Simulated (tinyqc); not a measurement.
# Schottky diode by thermionic emission with image-force lowering and series resistance: effects of single changes

Metal on an n-type semiconductor with one parabolic valley; V > 0 is forward bias (metal positive). I = I0 [exp(Vj/(n Vt)) - 1] with Vj = V - I Rs; I0 = S A* T^2 exp(-(phi - dphi)/Vt), the lowering dphi taken at zero bias.

Inputs (values chosen for the exercise); band and dielectric values close to those of silicon: temperature T = 200 K; electron mass me = 0.261 m0; relative permittivity eps_r = 11.8; barrier height seen from the metal phi = 0.78 eV; donor density Nd = 1.3e16 cm^-3; area S = 0.0012 cm^2; ideality factor n = 1.1; series resistance Rs = 2.1 ohm.

Constants: q = 1.602176634e-19 C, kB = 1.380649e-23 J/K, h = 6.62607015e-34 J s, m0 = 9.1093837015e-31 kg, Vt = kB T/q, eps0 = 8.8541878128e-14 F/cm where lengths are in cm. Results are converted to the units shown.

Each table varies one quantity; the others keep the values above.

## Effect of the doping on the lowering

A* = 4 pi q me m0 kB^2/h^3 (times 1e-4 for A/(cm^2 K^2)); Nc = 2 (2 pi me m0 kB T/h^2)^1.5 (times 1e-6 for cm^-3); xi = Vt ln(Nc/Nd), Vbi = phi - xi; surface field Em = sqrt(2 q Nd (Vbi - V - Vt)/(eps0 eps_r)); dphi = sqrt(q Em/(4 pi eps0 eps_r)). Here V = 0 in Em.

Effect of the doping on the lowering:
```
Nd (cm^-3)  Vbi (V)  Em (kV/cm)  dphi (meV)     I0 (A)
9.6e13       0.6102       4.178       7.141  5.041e-17
3.7e14       0.6335       8.362       10.10  5.986e-17
1.4e15       0.6564       16.57       14.22  7.600e-17
5.4e15       0.6797       33.12       20.10  1.069e-16
2.1e16       0.7031       66.46       28.48  1.739e-16
8e16         0.7261       131.9       40.12  3.416e-16
3.1e17       0.7495       263.9       56.74  8.963e-16
```

What does the table show?

dphi rises from 7.14 to 56.7 meV, as Nd^(0.26) (1/4 at fixed Vbi), and I0 grows by a factor of 17.8. Emission limits the current only if the drift velocity at the surface is well above A* T^2/(q Nc) = 4.30e6 cm/s; with a mobility of 1350 cm^2/(V s) it is less than three times that in 2 of the rows, where I0 is overstated.

## Current against voltage

Same model as above.

The apparent ideality is (dV/d ln I)/Vt.

Result of one run:
```
V (V)     I (A)  Vj (V)  apparent ideality
0.37   4.297e-8  0.3700              1.100
```

What becomes of these results when the applied bias V is changed from 0.37 to 0.48 V, all else the same?

Result of the changed run:
```
V (V)     I (A)  Vj (V)  apparent ideality
0.48   1.420e-5  0.4800              1.102
```

The whole series:
```
V (V)      I (A)   Vj (V)  apparent ideality
0.05   1.864e-15  0.05000              1.021
0.16   6.643e-13   0.1600              1.100
0.26   1.298e-10   0.2600              1.100
0.37    4.297e-8   0.3700              1.100
0.48    1.420e-5   0.4800              1.102
0.59    0.003276   0.5831              1.499
0.69     0.03070   0.6255              4.840
0.8      0.07501   0.6425              10.24
0.91      0.1229   0.6518              16.08
1.01      0.1677   0.6577              21.54
```

I rises from 1.86e-15 to 0.168 A, and the apparent ideality rises from 1.02 to 21.5, against n = 1.1. It starts below n because the -1 in the diode law still counts there. From V = 0.69 V on, I Rs exceeds n Vt and the resistance bends the curve. In 2 of the 10 rows Vj is within 3 Vt of Vbi or past it, where the depletion layer is gone and the emission formula overstates the current.

Range of the model: One isotropic valley is assumed; bands with several valleys have a larger Richardson constant and Nc.

tinyqc, about 0.01 s, one thread, Intel Xeon 2.30GHz (shared host): `OMP_NUM_THREADS=1 python tinyqc.py 2640139 2640140 out.jsonl`
